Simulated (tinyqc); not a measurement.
Rapid thermal processing of a wafer: radiative balance, ramp and cooling, pattern effects, pyrometer error and spike budget: one step, computed by the program tinyqc.

The wafer is opaque and uniform through its thickness unless said otherwise; temperatures in formulas are in kelvin (C + 273.15). sigma = 5.670374419e-12 W/(cm^2 K^4).

Question. Pyrometer error. Signal proportional to eps/(exp(c2/(lambda T)) - 1), c2 = h c/k_B. If the assumed emissivity is too high by the given error, the reading T' solves (1 + error)/(exp(c2/(lambda T')) - 1) = 1/(exp(c2/(lambda T)) - 1). Wien estimate: T' - T = -lambda T^2 ln(1 + error)/c2. Process rates go as exp(-E_a/(k_B T)).

Inputs (values chosen for the exercise, modelled on a hot silicon wafer):
```
quantity                              value        unit
process temperature                    1060           C
starting temperature                    450           C
pyrometer wavelength                    4.5  micrometre
error of the assumed emissivity         5.2           %
activation energy of the process E_a      2          eV
```

Constants: h = 6.62607015e-34 J s; c = 299792458 m/s; k_B = 1.380649e-23 J/K; k_B = 8.617333262e-05 eV/K.

Give: c2; c2/(lambda T); reading less true temperature; Wien estimate; rate at T over rate at T', less 1.

Answer.

c2 = 14388 micrometre K

c2/(lambda T) = 2.3983

reading less true temperature = -25.191 K

Wien estimate = -28.179 K

rate at T over rate at T', less 1 = 39.836 %

Caution: below about 600 C lightly doped silicon is partly transparent at this wavelength, so its emissivity is not yet the hot value early in the ramp.
